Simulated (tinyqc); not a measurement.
Worked calculation: CISD on RHF in the sto-3g basis, for H4, spin multiplicity 1. Computed by tinyqc, a small Python program that keeps every step (integrals from PySCF). Settings: charge = 0, multiplicity = 1, basis = sto-3g, method = RHF, energy threshold = 1e-10, iteration cap = 77, orthogonalisation = canonical, start = atomic densities, DIIS depth = 6, ci = CISD. Command: `OMP_NUM_THREADS=1 python tinyqc.py 26416 26417 out.jsonl` (the two numbers bound the seeds that draw the settings). One thread of a shared host (Intel(R) Xeon(R) Processor @ 2.60GHz), about 0.1 s of CPU time with the checks. The early iterations of the SCF are left out here.

## One-electron integrals

Geometry (angstrom):
```
atom       x       y       z
H     0.0000  0.0000  0.0000
H     0.0000  0.0000  1.0020
H     0.0000  0.0000  2.6000
H     0.0000  0.0000  3.6020
```

Basis sto-3g: exponents (1/bohr^2) and contraction coefficients of normalised primitives:
```
element  l (shell)  exponent  coefficient
H            s (1)    3.4253       0.1543
H            s (1)    0.6239       0.5353
H            s (1)    0.1689       0.4446
```

Overlap, kinetic and nuclear-attraction integrals over the contracted functions; the nuclear repulsion is the sum of Za Zb / Rab.

nuclear repulsion = 1.941363 hartree

overlap S, lower triangle:
```
        1H 1s   2H 1s   3H 1s   4H 1s
1H 1s  1.0000
2H 1s  0.4953  1.0000
3H 1s  0.0409  0.2227  1.0000
4H 1s  0.0047  0.0409  0.4953  1.0000
```

kinetic energy T (hartree), lower triangle:
```
         1H 1s    2H 1s   3H 1s   4H 1s
1H 1s   0.7600
2H 1s   0.1106   0.7600
3H 1s  -0.0100   0.0026  0.7600
4H 1s  -0.0026  -0.0100  0.1106  0.7600
```

nuclear attraction V (hartree), lower triangle:
```
         1H 1s    2H 1s    3H 1s    4H 1s
1H 1s  -2.0891
2H 1s  -1.0028  -2.2724
3H 1s  -0.0730  -0.4148  -2.2724
4H 1s  -0.0080  -0.0730  -1.0028  -2.0891
```

core Hamiltonian H = T + V (hartree), lower triangle:
```
         1H 1s    2H 1s    3H 1s    4H 1s
1H 1s  -1.3290
2H 1s  -0.8922  -1.5124
3H 1s  -0.0829  -0.4123  -1.5124
4H 1s  -0.0106  -0.0829  -0.8922  -1.3290
```

## Two-electron integrals

Functions are numbered as in S; the eight-fold symmetry (ij|kl) = (ji|kl) = (kl|ij) leaves the list below.

Two-electron integrals (ij|kl) in chemists' order, unique and non-zero (hartree):
```
(11|11) 0.7746     (21|11) 0.3084     (21|21) 0.1570     (22|11) 0.4774
(22|21) 0.3084     (22|22) 0.7746     (31|11) 0.0164     (31|21) 0.0096
(31|22) 0.0224     (31|31) 0.0008     (32|11) 0.0669     (32|21) 0.0436
(32|22) 0.1162     (32|31) 0.0044     (32|32) 0.0276     (33|11) 0.2035
(33|21) 0.1258     (33|22) 0.3264     (33|31) 0.0164     (33|32) 0.1162
(33|33) 0.7746     (41|11) 0.0014     (41|21) 0.0009     (41|22) 0.0022
(41|31) 8.63e-05   (41|32) 0.0005     (41|33) 0.0022     (41|41) 1.01e-05
(42|11) 0.0098     (42|21) 0.0062     (42|22) 0.0164     (42|31) 0.0007
(42|32) 0.0044     (42|33) 0.0224     (42|41) 8.63e-05   (42|42) 0.0008
(43|11) 0.0850     (43|21) 0.0506     (43|22) 0.1258     (43|31) 0.0062
(43|32) 0.0436     (43|33) 0.3084     (43|41) 0.0009     (43|42) 0.0096
(43|43) 0.1570     (44|11) 0.1469     (44|21) 0.0850     (44|22) 0.2035
(44|31) 0.0098     (44|32) 0.0669     (44|33) 0.4774     (44|41) 0.0014
(44|42) 0.0164     (44|43) 0.3084     (44|44) 0.7746
```

## Orthogonalisation

S = U s U^T; canonical form X = U s^(-1/2), so that X^T S X = 1. Each column of U has its largest component positive (the first on a tie).

eigenvalues of S: 0.4190  0.5665  1.3535  1.6610

X:
```
             1        2        3       4
1H 1s  -0.6763   0.7275   0.4773  0.3472
2H 1s   0.8578  -0.5945   0.3763  0.4249
3H 1s  -0.8578  -0.5945  -0.3763  0.4249
4H 1s   0.6763   0.7275  -0.4773  0.3472
```

## Iteration 9 (converged): orbitals

converged F (hartree), lower triangle:
```
         1H 1s    2H 1s    3H 1s    4H 1s
1H 1s  -0.2483
2H 1s  -0.4779  -0.2675
3H 1s  -0.0582  -0.1698  -0.2675
4H 1s   0.0015  -0.0582  -0.4779  -0.2483
```

Diagonalise F' = X^T F X, C = X C', fill 2 alpha and 2 beta electrons from the bottom; D = 2 C_occ C_occ^T. Each column has its largest component positive (the first on a tie).

F' = X^T F X (hartree), lower triangle:
```
         1        2        3        4
1   0.6017
2   0.0000   0.3570
3  -0.0318   0.0000  -0.4430
4   0.0000  -0.0139   0.0000  -0.5337
```

orbital energies (hartree): MO1 -0.5339, MO2 -0.4440, MO3 0.3572, MO4 0.6026

coefficients C:
```
          MO1      MO2      MO3      MO4
1H 1s  0.3585   0.4565   0.7220  -0.6905
2H 1s  0.4155   0.4022  -0.6010   0.8460
3H 1s  0.4155  -0.4022  -0.6010  -0.8460
4H 1s  0.3585  -0.4565   0.7220   0.6905
```

D after iteration 9, lower triangle:
```
         1H 1s    2H 1s   3H 1s   4H 1s
1H 1s   0.6738
2H 1s   0.6651   0.6689
3H 1s  -0.0693   0.0218  0.6689
4H 1s  -0.1597  -0.0693  0.6651  0.6738
```

## Convergence

Stop when the energy changes by less than 1e-10 hartree and every element of the error matrix X^T (F D S - S D F) X is below 3e-06.

Course of the cycle:
```
iteration  E (hartree)     change  largest element of the error matrix
1            -1.435372          -                             2.45e-02
2            -2.124599  -6.89e-01                             4.40e-02
3            -2.122498   2.10e-03                             6.72e-02
4            -2.126179  -3.68e-03                             1.15e-02
5            -2.126287  -1.08e-04                             1.14e-03
6            -2.126288  -8.99e-07                             4.64e-04
7            -2.126288  -1.11e-07                             2.86e-04
8            -2.126288  -6.77e-08                             7.66e-06
9            -2.126288  -4.31e-11                             7.81e-07
```

PySCF RHF in the same basis = -2.126288 hartree

Converged in 9 iterations.

## Integrals over molecular orbitals

(pq|rs) = sum C_ip C_jq C_kr C_ls (ij|kl), one index at a time.

one-electron integrals over orbitals h = C^T H C (hartree), lower triangle:
```
         1        2        3        4
1  -1.5900
2   0.0000  -1.4998
3   0.1030   0.0000  -1.0945
4   0.0000  -0.0929   0.0000  -0.9410
```

Two-electron integrals over orbitals (pq|rs), unique and non-zero (hartree):
```
(11|11) 0.4245    (21|21) 0.2025    (22|11) 0.4171    (22|22) 0.4242
(31|11) -0.0392   (31|22) -0.0022   (31|31) 0.1067    (32|21) 0.0594
(32|32) 0.1017    (33|11) 0.4144    (33|22) 0.4156    (33|31) -0.0085
(33|33) 0.4310    (41|21) 0.0162    (41|32) -0.0825   (41|41) 0.0917
(42|11) 0.0476    (42|22) 0.0138    (42|31) -0.1055   (42|33) 0.0112
(42|42) 0.1098    (43|21) -0.1972   (43|32) -0.0614   (43|41) -0.0140
(43|43) 0.2097    (44|11) 0.4399    (44|22) 0.4327    (44|31) -0.0432
(44|33) 0.4437    (44|42) 0.0518    (44|44) 0.4765
```

## CISD: determinants and Hamiltonian

Hartree-Fock energy = -2.126288 hartree

Slater-Condon rules over spin orbitals, with the nuclear repulsion added and E(HF) subtracted on the diagonal. Only determinants linked to the reference directly or through others are kept (one block of an abelian symmetry group), so some states are absent.

Occupation strings over the orbitals (2 doubly, a alpha, b beta, 0 empty; spin orbitals ordered 1a 1b 2a 2b ...): 2200 2a0b a2b0 2b0a b2a0 aabb 2020 abab 2002 abba baab 0220 baba 0202 bbaa

H - E(HF) between determinants (hartree), lower triangle:
```
         2200     2a0b     a2b0     2b0a     b2a0     aabb     2020     abab
2200   0.0000
2a0b   0.0000   0.7237
a2b0   0.0000   0.0917   0.5833
2b0a   0.0000  -0.1098   0.1055   0.7237
b2a0   0.0000   0.1055  -0.1067   0.0917   0.5833
aabb   0.0230  -0.0324  -0.0411   0.0000   0.0000   1.0935
2020   0.1017  -0.0614  -0.0594   0.0614   0.0594  -0.0825   0.9985
abab   0.0825   0.0594   0.0614  -0.0140  -0.0162  -0.1017  -0.1147   1.2893
2002   0.1098   0.0379   0.0000  -0.0379   0.0000   0.1055   0.2097  -0.1972
abba  -0.1055   0.0000  -0.0365   0.0410   0.0000  -0.1098   0.1972  -0.2097
baab  -0.1055  -0.0410   0.0000   0.0000   0.0365  -0.1067   0.1972  -0.2025
0220   0.1067   0.0000   0.0307   0.0000  -0.0307   0.1055   0.2025  -0.1972
baba   0.0825   0.0140   0.0162  -0.0594  -0.0614  -0.0917  -0.1147   0.0000
0202   0.0917  -0.0162  -0.0140   0.0162   0.0140  -0.0825   0.0000  -0.1147
bbaa   0.0230   0.0000   0.0000   0.0324   0.0411   0.0000  -0.0825  -0.0917

         2002     abba     baab     0220     baba     0202    bbaa
2002   1.4828
abba   0.0917   1.3123
baab   0.0917   0.0000   1.3123
0220   0.0000   0.0917   0.0917   1.1932
baba  -0.1972  -0.2025  -0.2097  -0.1972   1.2893
0202   0.2025   0.1972   0.1972   0.2097  -0.1147   1.5979
bbaa   0.1055  -0.1067  -0.1098   0.1055  -0.1017  -0.0825  1.0935
```

## CISD: roots

Diagonalise (each vector has its largest component positive (the first on a tie)); all determinants have Ms = 0, so triplets appear too. The lowest singlet root is the correlation energy. The Davidson correction is (1 - c0^2) E_corr, c0 the coefficient of the reference.

lowest roots of this matrix, relative to E(HF) (hartree): -0.0674  0.3331  0.5424  0.6835  0.7398  0.7483  0.8643  1.0655

lowest vectors:
```
       root 1   root 2   root 3  root 4
2200   0.9719   0.0000   0.0147  0.0000
2a0b   0.0038  -0.4076   0.2059  0.0000
a2b0   0.0047   0.5763   0.4076  0.0000
2b0a  -0.0038  -0.4076  -0.2059  0.0000
b2a0  -0.0047   0.5763  -0.4076  0.0000
aabb  -0.0131   0.0138   0.1889  0.4082
2020  -0.1108   0.0000   0.5073  0.0000
abab  -0.0733  -0.0075  -0.1129  0.4082
2002  -0.0726   0.0000  -0.2424  0.0000
abba   0.0864   0.0385  -0.0760  0.4082
baab   0.0864  -0.0385  -0.0760  0.4082
0220  -0.0871   0.0000  -0.3609  0.0000
baba  -0.0733   0.0075  -0.1129  0.4082
0202  -0.0655   0.0000   0.1675  0.0000
bbaa  -0.0131  -0.0138   0.1889  0.4082
```

<S^2> of these roots: 0.0000  2.0000  0.0000  6.0000  2.0000  0.0000  0.0000  0.0000

weight of the ground state by excitation level 0, 1, 2, ...: 0.9445  0.0001  0.0554

Davidson correction = -0.003739 hartree
